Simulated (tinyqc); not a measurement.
Frenkel-Kontorova chain: a misfit dislocation (kink) in a monolayer on a periodic substrate. From kink energy with misfit back to misfit f = (b - a)/a. Computed by tinyqc, a small Python program. Command: `OMP_NUM_THREADS=1 python tinyqc.py 3011082 3011083 out.jsonl fkchain inv`. One thread of a shared host (Intel(R) Xeon(R) Processor @ 2.30GHz), about 0.07 s of CPU time with the checks.

E = sum_j [(k/2)(x_(j+1) - x_j - b)^2 + (W/2)(1 - cos(2 pi x_j/a))], x_j = a (j + u_j). A kink takes u from 0 to 1: the chain is stretched by one period and has one atom fewer than wells.

Inputs (values chosen for the exercise, for a model overlayer): spring constant k = 7.74 eV/angstrom^2; substrate period a = 3.32 angstrom; corrugation W = 3.51 eV; atomic mass M = 94.4 u.

Constants: nu for 1 eV/(angstrom^2 u) = 15.6333042 THz.

Method. l0 = sqrt(k a^2/(2 W)); kink u(j) = (2/pi) arctan exp(pi j/l0); kink energy at f = 0: E0 = (4/pi) W l0; with misfit E0 - k a^2 f; kinks become favourable at f_c = 2/(pi l0), and a coherent chain with free ends loses stability at f_m = 1/l0. Lowest vibration of the flat chain: nu0 = 15.6333042 THz x sqrt(2 pi^2 W/(a^2 M)).

Question. A run gave the result below. Find the misfit f = (b - a)/a, known to lie between 0.037 and 0.079.

kink energy with misfit = 10.42585 eV

Answer.

Each step takes the trial c = (a f_b - b f_a)/(f_b - f_a), f being the result less the target and a, b, c the logarithms of the listed values; c replaces end b, the old b replaces a if the sign of f changed, and otherwise f_a is halved.

Scan of the range:
```
misfit f = (b - a)/a  kink energy with misfit (eV)
0.0370                                     12.4230
0.0420                                     11.9965
0.0476                                     11.5187
0.0541                                     10.9642
0.0614                                     10.3414
0.0696                                      9.6418
0.0790                                      8.8399
```

False position (Illinois rule, in the logarithm of the input) inside the bracket:
```
step      end a      end b      trial  kink energy with misfit (eV)
1     0.0541000  0.0614000  0.0603551                       10.4305
2     0.0614000  0.0603551  0.0604096                       10.4259
3     0.0614000  0.0604096  0.0604105                       10.4258
4     0.0604096  0.0604105  0.0604100                       10.4259
```

Kink energy with misfit falls at every point of a 13-point scan of the range (every second point is shown), so one value fits; it is bracketed by 0.0541 and 0.0614. The scan shows a straight line, so linear interpolation between any two rows gives the answer at once. Answer: misfit f = (b - a)/a = 0.06041.

Caution: a corrugation above 1 eV is larger than real overlayers usually show; it is chosen to keep the kink narrow.
